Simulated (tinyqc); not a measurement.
From results back to parameters: Koster-Slater impurity in an sp3s* host.

Problem. In the Koster-Slater model a defect shifts the s level of its site by Vs and the p levels by Vp; an A1 level solves 1/Vs = G_s(E) and a T2 level 1/Vp = G_p(E), E from the top of the valence band. A defect has an A1 level at E = 0.3510 eV, one of the energies of the table, and a T2 level at 1.0531 eV.

G(E) of the host (1/eV):
```
E (eV)         G_s         G_p
0.0000  -0.0866763   0.0014945
0.1755  -0.1027748  -0.0388005
0.3510  -0.1204344  -0.0659363
0.5266  -0.1403538  -0.0895748
0.7021  -0.1634206  -0.1122259
0.8776  -0.1908948  -0.1354053
1.0531  -0.2247155  -0.1605233
1.2286  -0.2681313  -0.1893539
1.4042  -0.3272321  -0.2246904
```

Find: Vs, Vp.

Solution. Read G_s and G_p at the two energies and invert them. Vs is attractive and pulls its level down from the conduction bands. Vp is attractive and pulls its level down from the conduction bands.

Vs, Vp (eV): -8.3  -6.2

tinyqc: `OMP_NUM_THREADS=1 python tinyqc.py 1451855 1451856 out.jsonl`; about 0.1 s, one thread, shared Intel(R) Xeon(R) Processor @ 2.30GHz.
